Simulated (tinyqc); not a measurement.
Ways to converge the cycle: SCF convergence aids in the 3-21g basis, for H3+, spin multiplicity 1. Computed by the program tinyqc with PySCF. RHF with one setting changed at a time; a run stops when the energy changes by less than 1e-09 hartree and the error matrix is below 1e-5. The start is random orbitals. Damping d keeps d of the old density; a shift (hartree) raises the virtual levels; DIIS n extrapolates F over n matrices.

Geometry (angstrom):

| atom | x | y | z |
|---|---|---|---|
| H | 0.0000 | 0.0000 | 0.0000 |
| H | 0.0000 | 0.0000 | 1.3110 |
| H | 0.0000 | 1.2490 | 0.6550 |

lowest restricted solution found by these runs and by PySCF = -1.173424 hartree

Largest element of the error matrix X^T (FDS - SDF) X:

| iteration | plain | damping 0.3 | damping 0.6 | shift 0.4 | DIIS 3 | DIIS 8 |
|---|---|---|---|---|---|---|
| 1 | 5.6e-01 | 5.6e-01 | 5.6e-01 | 5.6e-01 | 5.6e-01 | 5.6e-01 |
| 2 | 1.4e-01 | 2.3e-01 | 3.7e-01 | 2.6e-01 | 1.4e-01 | 1.4e-01 |
| 3 | 3.2e-02 | 9.6e-02 | 2.5e-01 | 1.7e-01 | 1.8e-02 | 1.8e-02 |
| 4 | 6.6e-03 | 4.6e-02 | 1.6e-01 | 9.1e-02 | 8.6e-04 | 8.6e-04 |
| 5 | 1.4e-03 | 2.1e-02 | 1.1e-01 | 4.6e-02 | 2.1e-05 | 2.2e-05 |
| 6 | 2.9e-04 | 9.8e-03 | 6.9e-02 | 2.3e-02 | 3.5e-06 | 3.5e-06 |
| 8 | 1.3e-05 | 2.0e-03 | 3.3e-02 | 5.3e-03 | - | - |
| 10 | - | 4.0e-04 | 1.6e-02 | 1.2e-03 | - | - |
| 14 | - | 1.6e-05 | 3.6e-03 | 6.2e-05 | - | - |
| 20 | - | 1.3e-07 | 3.8e-04 | - | - | - |
| 30 | - | - | 8.5e-06 | - | - | - |

How each run ends:

| run | iterations | E (hartree) | state |
|---|---|---|---|
| plain | 9 | -1.173424 | lowest found |
| damping 0.3 | 20 | -1.173424 | lowest found |
| damping 0.6 | 42 | -1.173424 | lowest found |
| shift 0.4 | 17 | -1.173424 | lowest found |
| DIIS 3 | 6 | -1.173424 | lowest found |
| DIIS 8 | 6 | -1.173424 | lowest found |

What does the comparison show, and why?

6 of 6 runs reach the lowest restricted solution found, in 6 to 42 iterations (fastest: DIIS 3, DIIS 8). Plain steps already contract here, so damping only slows them. DIIS 3 and DIIS 8 gain by cancelling the error over several earlier matrices, much as a quasi-Newton step does.
